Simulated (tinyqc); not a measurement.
MOSFET in saturation, small-signal circuit and noise: from weak to strong inversion.

Bias by the inversion coefficient IC = I/Ispec (charge-based model with velocity saturation; weak inversion below 0.1, strong above 10). Common-source circuit: gm, gds, Cgs, Cgd and Cj at the inner nodes, Rg in series with the gate; quasi-static, no source or drain resistance, no gate-body capacitance, no substrate network, no induced gate noise, so fmax is an upper estimate.

Ispec = 2 n mu Cox (W/L) Vt^2, lc = Ls/L, gms = [sqrt((lc IC + 1)^2 + 4 IC) - 1]/[2 + lc (lc IC + 1)], gm = gms Ispec/(n Vt), gds = sg gm. qs = [sqrt(1 + 4 IC) - 1]/2, Cgs = Cox W L qs (2 qs + 3)/(3 (qs + 1)^2) + Cov W, Cgd = Cov W, Cd = Cj W, Rg = Rsh (Wf/L)/(12 Nf) + Rc/W with Nf = W/Wf fingers (not rounded) contacted at both ends. fT = gm/(2 pi (Cgs + Cgd)), fmax = fT/(2 sqrt(Rg (gds + 2 pi fT Cgd))). The last column is the figure of merit (gm/I) fT.

Inputs (values chosen for the exercise):
- T = 293 K (temperature)
- L = 28 nm (gate length)
- W = 10 um (total gate width)
- Cox = 0.92 uF/cm^2 (gate capacitance)
- mu = 160 cm^2/(V s) (mobility)
- n = 1.21 (slope factor)
- Ls = 15 nm (velocity-saturation length)
- sg = 0.15 (ratio gds/gm)
- Cov = 0.3 fF/um (overlap and fringe capacitance per side)
- Cj = 0.82 fF/um (drain junction capacitance)
- Rsh = 15 ohm (sheet resistance of the gate)
- Wf = 2 um (finger width)
- Rc = 50 ohm um (gate contact and vertical resistance)

Constants: q = 1.602176634e-19 C, kB = 1.380649e-23 J/K, Vt = kB T/q. Results are converted to the units shown.

From weak to strong inversion:
```
IC,I (uA),gm/I (1/V),fT (GHz),fmax (GHz),(gm/I) fT (THz/V)
0.01,0.8110,32.31,0.6922,17.57,0.02236
0.03,2.433,31.52,2.010,29.91,0.06335
0.1,8.110,29.21,6.071,51.85,0.1773
0.3,24.33,24.80,14.85,80.69,0.3683
1,81.10,17.64,33.21,119.8,0.5859
3,243.3,10.71,57.77,157.0,0.6189
10,811.0,4.824,83.90,188.4,0.4048
30,2433,1.888,96.82,202.0,0.1828
100,8110,0.5986,101.3,206.3,0.06064
```

What does the comparison show?

The efficiency gm/I falls from 32.3 to 0.599 1/V while fT rises from 0.692 to 101 GHz; fT goes as IC^(0.97) at the start and IC^(0.04) at the end (1/2 for a long channel, 0 at full velocity saturation, which sets in near IC = 1/lc^2 = 3.48). Their product goes from 0.0224 through a maximum of 0.619 (at IC = 3 among the rows listed) to 0.0606 THz/V. For IC = 0.01 to 0.3 fmax exceeds 4 fT, where channel resistance and substrate losses, left out here, would cap it.

Numbers from tinyqc (`OMP_NUM_THREADS=1 python tinyqc.py 2150070 2150071 out.jsonl`; about 0.01 s on one thread of a shared Intel Xeon 2.30GHz).
